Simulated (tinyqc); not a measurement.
# Floating body of a partially depleted SOI transistor: body voltage and kink: what changes with what

Source at 0 V. Channel current Ic = 2 nf K Vt^2 [F(0) - F(Vd)](1 + la Vd), F(V) = ln^2(1 + exp((Vg - VT - nf V)/(2 nf Vt))), VT = VT0 - gb Vb. Saturation voltage Vs = 2 Vt sqrt(F(0)) + 3 Vt, excess Ve = (Vd - Vs + sqrt((Vd - Vs)^2 + 0.0004 V^2))/2, multiplication M1 = Ai Ve exp(-Bl/Ve). Each junction passes D(v) = J1 (exp(v/Vt) - 1) + J2 (exp(v/(2 Vt)) - 1). Bipolar current Ib = bb J1 (exp(Vb/Vt) - 1). The body settles where M1 (Ic + Ib) = D(Vb) + D(Vb - Vd) + Vb/Rb; drain current Id = (1 + M1)(Ic + Ib) - D(Vb - Vd).

Inputs (values chosen for the exercise); values of the order met in partially depleted silicon-on-insulator transistors:

| symbol | value | unit | meaning |
|---|---|---|---|
| T | 300 | K | temperature |
| VT0 | 0.52 | V | threshold at zero body voltage |
| gb | 0.15 |  | fall of the threshold per volt of body voltage |
| nf | 1.36 |  | slope factor |
| K | 110 | uA/(V^2 um) | gain factor per width |
| la | 0.03 | 1/V | channel-length modulation factor |
| Ai | 2.06 | 1/V | impact-ionisation prefactor |
| Bl | 5.9 | V | impact-ionisation voltage |
| J1 | 4.7e-12 | uA/um | diffusion saturation current of each junction |
| J2 | 4.2e-8 | uA/um | recombination saturation current of each junction |
| bb | 3 |  | gain of the lateral bipolar transistor on the diffusion current |
| Rb | 1e9 | kohm um | resistance of a weak body tie to the source (1e9 stands for no tie, and the term is then dropped) |
| Vg | 0.79 | V | gate voltage |
| Vd | 1 | V | drain voltage |

Constants: q = 1.602176634e-19 C, kB = 1.380649e-23 J/K, Vt = kB T/q. Results are converted to the units shown.

Each table varies one quantity; the others keep the values above.

## Output curve and kink

Rows with more than one solution for Vb (latch) are left out; dId/dVd by a forward difference over 1e-4 V, swing = 1e-4 V over the change of log10 Id; M1 under 1e-12 is printed as 0.

Result of one run:
```
Vd (V)  Vb (V)       M1  Id, floating (uA/um)  Id, grounded (uA/um)  ratio  dId/dVd, floating (uS/um)  dId/dVd, grounded (uS/um)
1.8     0.6462  0.05150                 7.110                 3.347  2.125                      6.425                     0.7505
```

What becomes of these results when the drain voltage Vd is changed from 1.8 to 1 V, all else the same?

Result of the changed run:
```
Vd (V)  Vb (V)        M1  Id, floating (uA/um)  Id, grounded (uA/um)  ratio  dId/dVd, floating (uS/um)  dId/dVd, grounded (uS/um)
1       0.4808  2.087e-4                 4.894                 3.072  1.593                      2.213                     0.1060
```

The whole series:
```
Vd (V)  Vb (V)        M1  Id, floating (uA/um)  Id, grounded (uA/um)  ratio  dId/dVd, floating (uS/um)  dId/dVd, grounded (uS/um)
0.8     0.3247  5.606e-6                 4.226                 3.053  1.385                      4.812                    0.09040
1       0.4808  2.087e-4                 4.894                 3.072  1.593                      2.213                     0.1060
1.2     0.5503  0.001909                 5.256                 3.098  1.696                      1.629                     0.1684
1.4     0.5924  0.008269                 5.612                 3.144  1.785                      2.080                     0.2996
1.6     0.6224   0.02349                 6.151                 3.222  1.909                      3.502                     0.4986
1.8     0.6462   0.05150                 7.110                 3.347  2.125                      6.425                     0.7505
2       0.6672   0.09518                 8.940                 3.525  2.536                      12.78                      1.038
2.2     0.6884    0.1562                 12.93                 3.763  3.436                      30.68                      1.344
```

Vb rises from 0.325 to 0.688 V and the ratio of the currents rises from 1.38 to 3.44. The output conductance with a floating body exceeds the grounded value by the largest factor among the rows, 53.2, at Vd = 0.8 V, where Vb = 0.325 V and M1 = 5.61e-6.

## Transfer curve and swing

Same model as above.

Transfer curve and swing:
columns A: Vg (V); B: Vb (V); C: M1; D: Id, floating (uA/um); E: Id, grounded (uA/um); F: ratio; G: swing, floating (mV/decade); H: swing, grounded (mV/decade)
```
A           B         C         D         E      F      G      H
0.07  0.03712  0.003170  7.097e-7  6.120e-7  1.160  85.66  86.99
0.17  0.05550  0.003162  1.238e-5  9.788e-6  1.265  75.88  81.58
0.27   0.1698  0.003120  3.343e-4  1.640e-4  2.038  66.27  82.12
0.37   0.3325  0.002898  0.009619  0.002589  3.715  74.03  85.58
0.47   0.4374  0.002234    0.1358   0.03296  4.121  107.3  98.24
0.57   0.4796  0.001325    0.7435    0.2545  2.921  175.0  134.2
0.67   0.4902  6.362e-4     2.139     1.039  2.058  271.7  203.5
0.77   0.4837  2.560e-4     4.356     2.646  1.646  384.1  298.6
0.87   0.4639  8.483e-5     7.341     5.118  1.434  505.1  406.5
```

What does the comparison show?

Vb goes from 0.0371 through a maximum of 0.490 (at Vg = 0.67 V among the rows listed) to 0.464 V. The smallest swing among the rows is 66.3 mV a decade with a floating body (at Vg = 0.27 V) and 81.6 with a grounded one; Vt ln 10 = 59.5. The floating swing is smaller by more than 3 % for Vg = 0.17, 0.27, 0.37 V, where the rising Vb lowers the threshold as Vg rises. In the first row the floating body raises the current by a factor of 1.16.

Range of the model: The multiplication law is an empirical form chosen for the exercise; self-heating and capacitive coupling to the body are left out, and the linear laws are rough once Vb passes about 0.7 V or M1 about 0.1.

tinyqc, about 0.2 s, one thread, Intel Xeon 2.30GHz (shared host): `OMP_NUM_THREADS=1 python tinyqc.py 2182086 2182087 out.jsonl`
